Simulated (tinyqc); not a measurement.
A ladder of methods, and size consistency: correlation methods against full CI in the 6-31g basis, for H2, spin multiplicity 1. Computed by the program tinyqc with PySCF. All electrons correlated; +Q is the Davidson correction (1 - c0^2) E_corr. The last columns treat two copies 100 angstrom apart as one system. FCI is the lowest singlet.

Geometry (angstrom):

| atom | x | y | z |
|---|---|---|---|
| H | 0.0000 | 0.0000 | 0.0000 |
| H | 0.0000 | 0.0000 | 0.8200 |

RHF energy of one = -1.121882 hartree

Correlation energies (hartree):

| method | E_corr of one | share of FCI (%) | E_corr of two at 100 angstrom | two minus twice one (mhartree) |
|---|---|---|---|---|
| MP2 | -0.018255 | 68.1048 | -0.036511 | 0.0000 |
| CISD | -0.026805 | 100.0000 | -0.052701 | 0.9092 |
| CISD+Q | -0.027277 | 101.7599 | -0.054454 | 0.0996 |
| CCSD | -0.026805 | 100.0000 | -0.053610 | 0.0000 |
| CCSD(T) | -0.026805 | 100.0000 | -0.053610 | 0.0000 |
| FCI | -0.026805 | 100.0000 | - | - |

What does the comparison show, and why?

MP2 recovers 68 %, CISD 100.0 % and CCSD 100.0 % of the FCI value (c0^2 = 0.982 in CISD). MP2 and coupled cluster are size consistent, so their last column vanishes; CISD loses 0.91 mhartree, since a double excitation on each copy is a quadruple of the pair, and the Davidson correction leaves +0.10. With two electrons, or one virtual orbital, CISD and CCSD are exact for one copy, so +Q overshoots there.
